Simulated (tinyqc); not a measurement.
# Heisenberg spin cluster by exact diagonalisation: multiplets, susceptibility, level crossings, step by step

A worked calculation. Computed by tinyqc, a small Python program that keeps every step. Command: `OMP_NUM_THREADS=1 python tinyqc.py 3015180 3015181 out.jsonl spincl walk`. One thread of a shared host (Intel(R) Xeon(R) Processor @ 2.30GHz), about 0.01 s of CPU time with the checks. Intermediate numbers are printed to about 6 digits and carried at full precision; extremes and crossings named in words are read from the listed rows.

H = J1 sum S_i.S_j over the bonds 1-2, 2-3, 3-4, 4-5, 5-6, 6-1 + J2 sum over 1-3, 2-4, 3-5, 4-6, 5-1, 6-2 - g mu_B B S_z; J > 0 is antiferromagnetic.

Inputs (values chosen for the exercise, for a model cluster):
```
quantity       value  unit
exchange J1    -0.88   meV
exchange J2    -0.51   meV
g factor        2.04     -
temperature T     20     K
field B           26     T
```

Cluster: ring of six with second neighbours J2. Spin s of each site: 0.5.

Constants: k_B = 8.617333262e-05 eV/K; mu_B = 5.7883818060e-05 eV/T.

## Multiplets

Every multiplet has one member in the block S_z = 0; diagonalise it and read the total spin from <S^2> = S (S + 1).

Levels at B = 0:
```
E (meV)   total S  number of multiplets
-2.08500        3                     1
-0.88000        2                     2
-0.32500        2                     1
-0.22732        1                     2
-0.16040        0                     1
0.00000         2                     2
0.22332         1                     1
0.32500         1                     1
0.88000         1                     2
1.20500         0                     2
1.43232         1                     2
1.53668         1                     1
1.92040         0                     1
2.08500         0                     1
```

ground energy = -2.085 meV

gap to the next level = 1.205 meV

The ground state has S = 3; the next level has S = 2. The highest spin, S = 3, lies at -2.085 meV, s^2 times the sum of all J, s the spin of a site.

## Thermal averages at zero field

Z = sum k (2S + 1) exp(-E/(k_B T)) over the table, k the number of multiplets; <S^2> likewise with the factor S (S + 1); chi T = N_A g^2 mu_B^2 <S^2>/(3 k_B) = 0.125049 g^2 <S^2> cm^3 K/mol (cgs, per mole of clusters); C = (<E^2> - <E>^2)/(k_B T)^2; entropy = ln Z + <E>/(k_B T).

<S^2> = 6.59857

chi T = 3.43392 cm^3 K/mol

heat capacity = 0.400794 k_B

entropy = 3.95558 k_B

Free spins would give <S^2> = 4.5 and the entropy 4.159 k_B; chi T is 147 % of the free value.

## Magnetisation in the field

Each multiplet splits as E - g mu_B B m; <S_z> is the Boltzmann mean. The first level crossing is at the smallest (E_S - E_0)/(g mu_B (S - S_0)) over higher spins (0 if the ground state has the highest spin).

<S_z> = 2.47619

first crossing field = 0 T

Linear response would give g mu_B B <S^2>/(3 k_B T) = 3.92.

## Susceptibility against the Curie-Weiss form

High-temperature form: chi T = C0/(1 - theta/T), C0 = 0.125049 g^2 n s (s + 1), k_B theta = -(2/3) s (s + 1) (sum of J over bonds)/n, n = 6; a dash where T <= 1.05 theta.

theta = 8.06514 K

Against temperature:
```
T (K)  chi T (cm^3 K/mol)  Curie-Weiss  chi (cm^3/mol)      C (k_B)
1.0               6.24484            -     6.24484e+00  2.36771e-04
2.0               6.24053            -     3.12027e+00  7.04439e-02
3.6               6.12865            -     1.70240e+00  6.72544e-01
6.1               5.56356            -     9.12059e-01  1.46871e+00
10.0              4.58045      12.1033     4.58045e-01  1.20380e+00
16.0              3.73283       4.7221     2.33302e-01  6.01884e-01
26.0              3.16163       3.3949     1.21601e-01  2.41649e-01
41.0              2.84230       2.9153     6.93245e-02  9.73545e-02
82.0              2.58245       2.5973     3.14933e-02  2.39774e-02
160.0             2.46260       2.4661     1.53913e-02  6.22122e-03
```

The Curie-Weiss form is within 3 % in the last 3 rows. chi keeps rising on cooling, towards the Curie law of the S = 3 ground state; among these rows C is largest at 6.1 K, and the gap is 14 K.

Checks made by the program: the trace of H and the count of states (relative difference below 1e-10).
